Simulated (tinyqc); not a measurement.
Rectangular fin or nanosheet with a gate all round, subbands and threshold shift from confinement: two steps of the calculation.

Undoped body with a flat potential across it, hard walls, transport along x. One isotropic valley (g = 1, mx = my = mz = me). Non-parabolicity enters the subband edges through E (1 + al E) = gamma, so E = 2 gamma/(1 + sqrt(1 + 4 al gamma)); motion within a subband is taken as parabolic with the band-edge mass. Energies are counted from the bulk band edge.

Parameters, values chosen for the exercise; masses close to those of In0.53Ga0.47As: temperature T = 77 K; mass at the band edge me = 0.0409 m0; non-parabolicity al = 1.3 1/eV; width (along y) t = 7.1 nm; widening of the box by penetration into the insulator dl = 0 nm; height (along z) H = 42.6 nm.

Constants: q = 1.602176634e-19 C, kB = 1.380649e-23 J/K, hbar = 1.054571817e-34 J s, m0 = 9.1093837015e-31 kg, Vt = kB T/q, hbar^2/(2 m0) = 0.0380998212 eV nm^2. Results are converted to the units shown.

Task 1. Lowest subbands. gamma = C pi^2 [a^2/(my (t + dl)^2) + b^2/(mz (H + dl)^2)], C = hbar^2/(2 m0). List the 5 lowest, labelled by quantum numbers, with degeneracy g and N_k: N_k = g sqrt(2 mx m0 kB T/(pi hbar^2)).

Give: E_k; g; N_k.

Result 1.

| subband | E_k (eV) | g | N_k (cm^-1) |
|---|---|---|---|
| 1,1 | 0.15587 | 1 | 4.7616e5 |
| 1,2 | 0.16658 | 1 | 4.7616e5 |
| 1,3 | 0.18398 | 1 | 4.7616e5 |
| 1,4 | 0.20748 | 1 | 4.7616e5 |
| 1,5 | 0.23639 | 1 | 4.7616e5 |

Task 2. Threshold shift. Each subband has N_k = g sqrt(2 mx m0 kB T/(pi hbar^2)); without degeneracy n = exp(EF/Vt) sum N_k exp(-E_k/Vt). Classical value Nc times t H, Nc = sum over valleys of 2 g (m m0 kB T/(2 pi hbar^2))^1.5 with m = (mx my mz)^(1/3). Threshold shift dVT = Vt ln(classical value/sum N_k exp(-E_k/Vt)). Use the subbands listed.

| subband | E_k (eV) | N_k (cm^-1) |
|---|---|---|
| 1,1 | 0.15586600 | 4.7616455e5 |
| 1,2 | 0.16657541 | 4.7616455e5 |
| 1,3 | 0.18397637 | 4.7616455e5 |
| 1,4 | 0.20747919 | 4.7616455e5 |
| 1,5 | 0.23639146 | 4.7616455e5 |

Find: shares; sum N_k exp(-E_k/Vt); Nc; classical value; dVT.

Result 2.

shares, subband 1,1 to 1,5 (%): [82.374, 16.400, 1.191, 0.034, 0.000]
sum N_k exp(-E_k/Vt) = 3.6331e-5 cm^-1
Nc = 2.6991e16 cm^-3
classical value = 81636 cm^-1
dVT = 142.88 mV

Range of the model: Non-parabolicity also makes carriers heavier within each subband, which is left out, so densities of states are understated at high energy.

Program tinyqc, `OMP_NUM_THREADS=1 python tinyqc.py 2350104 2350105 out.jsonl`; Intel Xeon 2.30GHz, shared host, one thread, about 0.1 s.
